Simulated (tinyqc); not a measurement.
From results to parameters: Luttinger model of the valence bands. Computed by the program tinyqc.

Problem. In the four-band Luttinger model 1/m = g1 -/+ 2 g2 along [100] and g1 -/+ 2 g3 along [111]. Find g1, g2, g3 and the light hole mass along [111].

heavy and light hole masses along [100] (electron masses): 0.278552  0.139860
heavy hole mass along [111] = 0.840336 electron masses

Solution. The mean of the two inverse masses along [100] is g1 and a quarter of their difference is g2; g3 = (g1 - 1/m_hh[111])/2.

g1, g2, g3: 5.3700  0.8900  2.0900
light hole mass along [111] = 0.1047 electron masses
